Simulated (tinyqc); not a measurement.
Inside a calculation. Method: FCI on RHF in the sto-3g basis, for H2, spin multiplicity 1. One step of it, computed by the program tinyqc.

Question. Iteration 1: diagonalisation and new density. Diagonalise F' = X^T F X, C = X C', fill 1 alpha and 1 beta electrons from the bottom; D = 2 C_occ C_occ^T. Each column has its largest component positive (the first on a tie).

Fock matrix F (hartree):
```
,1H 1s,2H 1s
1H 1s,-0.274446,-0.479380
2H 1s,-0.479380,-0.274446
```

X:
```
,1H 1s,2H 1s
1H 1s,1.190521,-0.401266
2H 1s,-0.401266,1.190521
```

Give: F' = X^T F X; orbital energies; coefficients C; D after iteration 1.

Answer.

F' = X^T F X (hartree):
```
,1,2
1,0.0248,-0.4944
2,-0.4944,0.0248
```

orbital energies (hartree): MO1 -0.4696, MO2 0.5193

coefficients C:
```
,MO1,MO2
1H 1s,0.5581,1.1256
2H 1s,0.5581,-1.1256
```

D after iteration 1:
```
,1H 1s,2H 1s
1H 1s,0.6229,0.6229
2H 1s,0.6229,0.6229
```
